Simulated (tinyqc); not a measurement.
# Small-signal admittance of a forward-biased p+-n diode, step by step

Numbers from tinyqc (`OMP_NUM_THREADS=1 python tinyqc.py 2890134 2890135 out.jsonl`; about 0.01 s on one thread of a shared Intel Xeon 2.30GHz). Printed values are rounded.

Holes injected into a neutral base of width wb with an ohmic contact at its end; low injection, p0 far above the equilibrium density. A small voltage v exp(i w t), w = 2 pi f, modulates the edge density by p0 v/Vt, and the small-signal density obeys Dp d2p/dx2 = (1/tau + i w) p.

Values chosen for this exercise; permittivity close to that of gallium arsenide: temperature T = 275 K; relative permittivity eps_r = 12.9; donor density of the base Nd = 2.1e15 cm^-3; hole diffusion coefficient Dp = 8.2 cm^2/s; hole lifetime tau = 2e-6 s; width of the neutral base wb = 93 um; excess hole density at the junction edge p0 = 4.6e11 cm^-3; acceptor density of the p+ side Na = 5e18 cm^-3; signal frequency f = 2.1e5 Hz.

Constants: q = 1.602176634e-19 C, kB = 1.380649e-23 J/K, Vt = kB T/q, eps0 = 8.8541878128e-14 F/cm where lengths are in cm. Results are converted to the units shown.

## Closed-form admittance

L = sqrt(Dp tau); direct current J = (q Dp p0/L) coth(wb/L); k = sqrt(1 + i w tau)/L; diffusion admittance Y = (q Dp p0/Vt) k coth(k wb) = G + i w C_diff; junction capacitance C_j = sqrt(q eps0 eps_r Nd/(2 Vr)) in the depletion approximation, with the remaining barrier Vr = Vt ln(Na/p0), a rough value under forward bias; base-width modulation is left out.

L = 40.4969 um
J = 1.52284e-4 A/cm^2
k wb = 3.17464+2.19193i
Y = (8.67566+6.03260i) x 1e-3 S/cm^2
C_diff = 0.00457199 uF/cm^2
C_j = 0.0223712 uF/cm^2

G is 1.35 times its low-frequency value J/Vt, and C_diff is 0.204 times C_j.

## The same by finite differences

9 equal intervals, h = wb/9; u = small-signal density over its edge value, u_0 = 1, u_9 = 0; u_(i-1) + b u_i + u_(i+1) = 0 with b = -2 - h^2 (1/tau + i w)/Dp; Y = (q Dp p0/(Vt h)) (-b/2 - u_1), which includes the half box at the edge.

b = -2.06511-0.17182i

| node | u |
|---|---|
| 1 | 0.683330-0.167971i |
| 2 | 0.440011-0.229471i |
| 3 | 0.264767-0.230309i |
| 4 | 0.146333-0.200651i |
| 5 | 0.071902-0.158915i |
| 6 | 0.029456-0.115172i |
| 7 | 0.008717-0.073866i |
| 8 | 0.001237-0.035871i |

Y on the mesh = (8.61867+6.26561i) x 1e-3 S/cm^2

Against the closed form the real part is 0.66 % below it and the imaginary part 3.9 % above it; |k h| = 0.43.
